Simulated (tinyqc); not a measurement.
Worked calculation: hydrogen passivation of interface dangling bonds: competing passivation and dissociation with distributed barriers. Computed by tinyqc, a small Python program that keeps every step. Command: `OMP_NUM_THREADS=1 python tinyqc.py 3026032 3026033 out.jsonl passiv walk`. One thread of a shared host (Intel(R) Xeon(R) Processor @ 2.30GHz), about 0.02 s of CPU time with the checks. Intermediate numbers are printed to about 6 digits and carried at full precision; extremes and crossings named in words are read from the listed rows.

P_b + H2 gives P_bH + H at the rate k_f [H2]; P_bH gives P_b + H at the rate k_d. All defects start unpassivated. E_f and E_d are Gaussian and independent.

Inputs (values chosen for the exercise, close to those used for P_b centres at the silicon-oxide interface): defect density N0 = 4.5e+12 1/cm^2; passivation prefactor k_f0 = 9.7e-07 cm^3/s; mean passivation barrier E_f = 1.49 eV; spread sigma_f = 0.064 eV; dissociation prefactor k_d0 = 1.7e+13 1/s; mean dissociation barrier E_d = 2.73 eV; spread sigma_d = 0.044 eV; H2 in the oxide per atm, solubility factor = 4.4e+17 1/(cm^3 atm); hydrogen pressure p = 1 atm; anneal temperature T = 325 C; anneal time t = 380 s; oxide thickness = 6.9 nm.

Constants: k_B = 8.617333262e-05 eV/K; e = 1.602176634e-19 C; eps_0 = 8.8541878128e-12 F/m.

## Single barriers

[H2] = solubility factor x p; a = k_f0 [H2] exp(-E_f/(k_B T)), d = k_d0 exp(-E_d/(k_B T)). For one pair of barriers the active share is y = [d + a exp(-(a + d) t)]/(a + d). Temperatures in kelvin are T(C) + 273.15.

passivation rate a = 0.119142 1/s

dissociation rate d = 1.69253e-10 1/s

a t = 45.2741

steady active share d/(a + d) = 1.42059e-09

active share, single barriers = 1.42059e-09

Passivation has run its course, and the balance with dissociation sets the remainder. Caution: single-barrier shares below about 1e-3 are formal; measured passivation levels off well above them.

## Distributed barriers

Average y over both Gaussians with 40 x 40 Gauss-Hermite points. Active density N0 y; threshold shift if each active defect holds one charge, e N0 y t_ox/(3.9 eps_0).

active share y = 0.00286649

active density = 1.28992e+10 1/cm^2

threshold shift = 4.12961 mV

The spread changes the remainder by a factor 2.02e6: sigma_f/(k_B T) = 1.24 and sigma_d/(k_B T) = 0.85.

## Best anneal temperature for this time and pressure

Minimise the averaged y over T between 150 and 900 C: find where ln y is equal at T - 0.05 and T + 0.05 C; T is rounded to 0.1 C.

best temperature = 403.4 C

least active share = 6.34703e-08

Caution: a least active share below 1e-3 is a property of the model; measured passivation levels off well above it. Caution: atomic hydrogen, which both passivates and depassivates, and further passivation during cooling are left out.

## Isochronal anneals

The formulas are those given above.

Active share after the time t:
```
T (C)      a (1/s)      d (1/s)  single barriers  distributed
200    5.74676e-05  1.41819e-16      9.78399e-01  9.40565e-01
250    1.88918e-03  8.52958e-14      4.87781e-01  4.66567e-01
300    3.37654e-02  1.67967e-11      2.67740e-06  3.19225e-02
350    3.79948e-01  1.41691e-09      3.72924e-09  1.15890e-04
400    2.98405e+00  6.18483e-08      2.07263e-08  6.62103e-08
450    1.76244e+01  1.60151e-06      9.08687e-08  1.97566e-07
500    8.27293e+01  2.72235e-05      3.29067e-07  6.49180e-07
600    1.07157e+03  2.97184e-03      2.77335e-06  4.72457e-06
700    8.19914e+03  1.23664e-01      1.50824e-05  2.31584e-05
800    4.29354e+04  2.56858e+00      5.98207e-05  8.51067e-05
```

The distributed share is least at 400 C among these rows, 6.6e-8, and the search puts the optimum at 403.4 C. On the cold side defects with high E_f survive; on the hot side dissociation, with the larger barrier, gains on passivation with an energy E_d - E_f = 1.24 eV. In that row single barriers give 2.1e-8, so the spread raises the floor. Caution: shares below about 1e-3 in these rows are formal; measured passivation levels off well above them.

Checks made by the program: Gauss-Hermite average against a fine uniform grid (relative difference 2e-05).
